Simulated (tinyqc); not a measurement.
# Hexagonal on-chip spiral inductor, lumped pi model: effects of single changes

Outer diameter do = di + 2 n wd + 2 (n - 1) sp, mean da = (do + di)/2, fill p = (do - di)/(do + di), length l = 3.464 n da. L = 2.33 mu0 n^2 da/(1 + 3.82 p), mu0 = 4 pi 1e-7 H/m. Rs = rho l/(wd delta (1 - exp(-th/delta))), delta = sqrt(rho/(pi f mu0)). Cs = n wd^2 eps0 eo/hu across the coil. At each end Cox = l wd eps0 eo/(2 ho) leads to the substrate branch Rsi = 2 rs he/(l wd) in parallel with Csi = l wd eps0 11.7/(2 he). With one end grounded Y = 1/(Rs + i w L) + i w Cs + 1/[1/(i w Cox) + 1/(1/Rsi + i w Csi)], w = 2 pi f; Q = -Im Y/Re Y. Eddy currents in neighbouring turns and in the substrate are left out.

Parameters, values chosen for the exercise; values of the order met in silicon radio-frequency processes: number of turns n = 4.5; line width wd = 20 um; space between turns sp = 1.5 um; inner diameter di = 60 um; metal thickness th = 4 um; metal resistivity rho = 3 uohm cm; oxide below the coil ho = 5.3 um; oxide between coil and underpass hu = 1.3 um; relative permittivity of the oxide eo = 3.9; substrate resistivity rs = 100 ohm cm; effective spreading depth in the substrate he = 50 um; frequency f = 5.2 GHz.

Constants: eps0 = 8.8541878128e-12 F/m. Results are converted to the units shown.

Each table varies one quantity; the others keep the values above.

## Quality factor against frequency

Apparent inductance Im(1/Y)/w; share of the loss Re(substrate branch)/Re Y.

Quality factor against frequency:
```
f (GHz),Rs (ohm),w L/Rs,Q,apparent inductance (nH),loss in the substrate (%)
0.17,1.206,2.438,2.436,2.754,0.04054
0.28,1.300,3.725,3.713,2.756,0.1954
0.46,1.426,5.579,5.519,2.760,0.7681
0.75,1.594,8.138,7.893,2.769,2.344
1.2,1.812,11.45,10.63,2.792,5.743
2,2.137,16.19,13.51,2.861,13.15
3.3,2.577,22.15,14.72,3.063,25.85
5.4,3.169,29.48,12.13,3.772,43.32
8.8,3.960,38.44,4.024,9.430,61.96
```

Read the table: what changes, and by how much?

Q goes from 2.44 through a maximum of 14.7 (at f = 3.3 GHz among the rows listed) to 4.02; the exact peak is 14.7 at 3.16 GHz and Q reaches zero at the self-resonance, 10.3 GHz. The share of the substrate rises from 0.0405 to 62.0 %, and the apparent inductance ends at 3.43 times L. At the peak the substrate takes 24.5 % of the loss.

## Effect of the substrate resistivity

Same model as above.

Peak Q and its frequency from a search over f; self-resonance where Im Y = 0; Q at the given f (negative beyond resonance).

The same in every row: L (nH) = 2.753; do (um) = 250.5.

Effect of the substrate resistivity:
```
rs (ohm cm),peak Q,f of the peak (GHz),self-resonance (GHz),Q at f
0.1,16.38,3.067,6.689,9.989
1,14.58,2.461,6.752,4.841
3,13.03,2.041,7.251,2.794
10,11.34,1.686,9.512,3.128
30,11.15,1.921,10.25,6.401
100,14.74,3.160,10.34,12.51
1000,20.38,4.572,10.35,20.11
10000,21.51,4.835,10.35,21.41
```

As rs goes from 0.1 to 10000, L stays at 2.75 nH, the peak Q goes from 16.4 through a minimum of 11.1 (at rs = 30 among the rows listed) to 21.5, its frequency goes from 3.07 through a minimum of 1.69 (at rs = 10 among the rows listed) to 4.83 GHz and the self-resonance rises from 6.69 to 10.3 GHz. In this model both a very low and a very high resistivity dissipate little: the first shorts the branch to a pure Cox, the second blocks the current. For rs = 0.1, 1 eddy currents in the substrate, left out, would lower Q markedly.

Computed by the program tinyqc: `OMP_NUM_THREADS=1 python tinyqc.py 2302123 2302124 out.jsonl`, one thread of a shared Intel Xeon 2.30GHz, about 0.01 s for the whole run.
